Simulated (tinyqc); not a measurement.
# Anisotropic wet etching of Si(100): plane rates, V-grooves, membranes and undercut, step by step

A worked calculation. Computed by tinyqc, a small Python program that keeps every step. Command: `OMP_NUM_THREADS=1 python tinyqc.py 3019047 3019048 out.jsonl wetetch walk`. One thread of a shared host (Intel(R) Xeon(R) Processor @ 2.30GHz), about 0.01 s of CPU time with the checks. Intermediate numbers are printed to about 5 digits and carried at full precision; extremes and crossings named in words are read from the listed rows.

A long slot opens the mask on a (100) wafer. The floor etches at R100; (111) walls stand at theta = arctan(sqrt2) = 54.7356 degrees to the surface and recede at R111 along their normal.

Inputs (values chosen for the exercise, close to those used for tetramethylammonium hydroxide solutions): prefactor k0 of the (100) rate = 7.5e+08 um/min; activation energy of (100), E = 0.62 eV; ratio (100)/(111) at 80 C = 15; extra energy of (111), dE = 0.15 eV; ratio (100)/oxide at 80 C = 4500; extra energy of the oxide, dE_ox = 0.29 eV; corner undercut rate over (100) rate, c = 2.5; bath temperature T = 70 C; width w (mask opening along <110>, or membrane width in the design step) = 14 um; misalignment of the mask = 0 degrees; etch time t = 310 min; wafer thickness d = 525 um; membrane thickness wanted = 4.3 um.

Constants: k_B = 8.617333262e-05 eV/K.

## Rates

R100 = k0 exp(-E/(k_B T)); a ratio given at 80 C scales as exp[(extra energy/k_B)(1/T - 1/353.15 K)]; R111 and R_ox follow by division. Temperatures in kelvin are T(C) + 273.15.

R100 = 0.58781 um/min

R111 = 0.033944 um/min

R_ox = 9.8952e-05 um/min

anisotropy R100/R111 = 17.317

## Shape after the time t

A misaligned edge exposes ledges and adds R100 sin(misalignment) to the lateral rate (a simple estimate): u = R111/sin(theta) + R100 sin(misalignment). Top width W = w + 2 u t; floor width b = W - 2 z/tan(theta) = W - sqrt2 z. The floor lasts until b = 0, at t_V = w/(sqrt2 R100 - 2u); depth z = R100 t before t_V and W/sqrt2 after.

lateral rate u = 0.041573 um/min

time t_V to close the V = 18.713 min

top width W = 39.775 um

depth z = 28.125 um

floor width b = 0 um

The groove has closed to a V and now deepens at sqrt2 u = 0.0588 um/min, 10.0 % of R100.

## Designing a membrane from the back side

Etch depth d - membrane, time = depth/R100; for a membrane as wide as w the opening must be w + sqrt2 depth - 2 u time; oxide mask consumed R_ox x time; a 1 K error changes the depth by the fraction E/(k_B T^2); a convex mask corner, such as that of a mesa, would retreat by c x depth.

time to reach the membrane = 885.82 min

opening needed = 676.73 um

oxide consumed = 87.654 nm

depth error per kelvin = 31.815 um

retreat of a convex corner = 1301.75 um

The error per kelvin is 740 % of the membrane, so a timed etch cannot hold it and an etch stop is needed. A corner retreat larger than the depth shows why mesas need compensation structures. Caution: the remaining silicon is too narrow for its thickness to act as a membrane. Caution: rates also depend on concentration, doping, additives and stirring, all held fixed here.

## Speed against selectivity over temperature

Each row etches to the depth d - membrane; undercut per side = (R111/sin(theta) + R100 sin(misalignment)) x time.

Etching to a fixed depth:
```
T (C)  R100 (um/min)  R100/R111  time (h)  undercut (um)  oxide consumed (nm)
30            0.0370     33.819    234.80         18.857                24.03
40            0.0789     28.153    110.04         22.652                34.26
50            0.1606     23.704     54.05         26.904                47.77
60            0.3133     20.165     27.70         31.625                65.30
70            0.5878     17.317     14.76         36.826                87.65
80            1.0644     15.000      8.15         42.515               115.71
90            1.8652     13.096      4.65         48.695               150.43
100           3.1719     11.517      2.74         55.370               192.84
```

From 30 to 100 C the time falls by a factor 85.8, while the oxide loss grows by 8.02 and the undercut by 2.94: the slower planes and the mask have the higher activation energies, so heat costs selectivity.

Checks made by the program: depth against time integration (relative difference below 1e-10).
